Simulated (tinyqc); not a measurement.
# Worked calculation: van der Pauw, Hall and four-point-probe measurements on a doped layer

tinyqc, about 0.04 s, one thread, Intel Xeon 2.30GHz (shared host): `OMP_NUM_THREADS=1 python tinyqc.py 2850220 2850221 out.jsonl` Printed values are rounded.

A uniform n-type layer with sheet resistance Rs = 1/(q ns mu), point contacts, low field (mu B small).

Parameters, values chosen for the exercise:
- ns = 1.9e13 cm^-2 (sheet density of the layer)
- mu = 1100 cm^2/(V s) (drift mobility)
- rH = 1.1 (Hall factor)
- B = 0.3 T (magnetic field)
- I = 500 uA (current)
- ar = 1.76 (side ratio a/b of a rectangular sample with corner contacts)
- t = 620 nm (thickness of the layer)

Constants: q = 1.602176634e-19 C. Results are converted to the units shown.

## Resistances and Hall voltage

Rs = 1/(q ns mu). For a rectangle with contacts at the corners, RA = (8 Rs/pi) sum_(k>=0) ln coth((2k + 1) pi a/(2 b)) with current along a short side b and voltage along the opposite one, RB the same with a and b exchanged; Hall voltage VH = rH B I/(q ns), negative for electrons.

Rs = 298.6368 ohm/square
RA = 6.036986 ohm
RB = 265.0416 ohm
VH = -5.420258 mV

RB/RA = 43.9; for a square both equal Rs ln 2/pi = 65.9 ohm.

## Starting value

z = 2 ln 2/(pi (RA + RB)), exact for RA = RB.

z at the start = 1.627835 mS

## Iteration 1: new z

The van der Pauw equation exp(-pi RA z) + exp(-pi RB z) = 1 is solved for z = 1/Rs: e1 = exp(-pi RA z), e2 = exp(-pi RB z), f = e1 + e2 - 1, f' = -pi (RA e1 + RB e2), z(new) = z - f/f'.

e1 = 0.9695986
e2 = 0.2578387
f = 0.2274373
f' = -0.2330793 kohm
z after iteration 1 = 2.603628 mS

## Iteration 2: new z

As before.

e1 = 0.9518196
e2 = 0.1144155
f = 0.06623511
f' = -0.1133204 kohm
z after iteration 2 = 3.188122 mS

## Iteration 3: new z

As before.

e1 = 0.9413266
e2 = 0.07032701
f = 0.01165359
f' = -0.07641095 kohm
z after iteration 3 = 3.340635 mS

## Course of the iteration

Stop when the step is below 1e-10 mS, or after 40 iterations.

Course of the iteration:
```
iteration  z before the step (mS)  step (mS)
1                        1.627835      0.976
2                        2.603628      0.584
3                        3.188122      0.153
4                        3.340635    7.90e-3
5                        3.348530    1.95e-5
6                        3.348549   1.18e-10
7                        3.348549          0
```

Converged in 7 iterations.

## Sheet density, mobility and bulk values

converged z = 3.348549 mS

Rs = 1/z; Hall sheet density B I/(q |VH|); Hall mobility |VH|/(Rs B I); true values ns = rH times the Hall density, mu = Hall mobility/rH; bulk density ns/t, resistivity Rs t; correction factor F = Rs/[(pi/ln 2)(RA + RB)/2].

Rs = 298.6368 ohm/square
Hall sheet density = 1.727273e13 cm^-2
Hall mobility = 1210 cm^2/(V s)
ns = 1.9e13 cm^-2
mu = 1100 cm^2/(V s)
bulk density = 3.064516e17 cm^-3
resistivity = 0.01851548 ohm cm
F = 0.4861313

Taking the mean of RA and RB without F would overstate Rs by 110 %.
